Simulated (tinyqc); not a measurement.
## Doping and flat-band voltage from the body effect

Question. VT = Vfb + 2 phiF + gamma sqrt(2 phiF + Vsb), phiF = Vt ln(Na/ni), gamma = sqrt(2 q eps0 eps_r Na)/Cox, Cox = eps0 eox/tox. Find Na, gamma and Vfb from two thresholds.

Values chosen for this exercise; material values close to those of gallium arsenide:
- T = 300 K (temperature)
- eps_r = 13.1 (relative permittivity of the semiconductor)
- eox = 23 (relative permittivity of the gate insulator)
- tox = 13 nm (insulator thickness)

Constants: q = 1.602176634e-19 C, kB = 1.380649e-23 J/K, Vt = kB T/q, eps0 = 8.8541878128e-14 F/cm where lengths are in cm. Results are converted to the units shown.

VT at Vsb = 0 and 2 V (V): [0.72429915, 0.74053859]
ni = 2.8439857e6 cm^-3

Solution. The difference of the thresholds, gamma [sqrt(2 phiF + Vsb) - sqrt(2 phiF)], holds no Vfb and rises with Na, so it has one root; Vfb then follows from the first threshold.

Na = 3.40e15 cm^-3
gamma = 0.0227 V^0.5
Vfb = -0.380 V

tinyqc, about 0.04 s, one thread, Intel Xeon 2.30GHz (shared host): `OMP_NUM_THREADS=1 python tinyqc.py 2360088 2360089 out.jsonl`
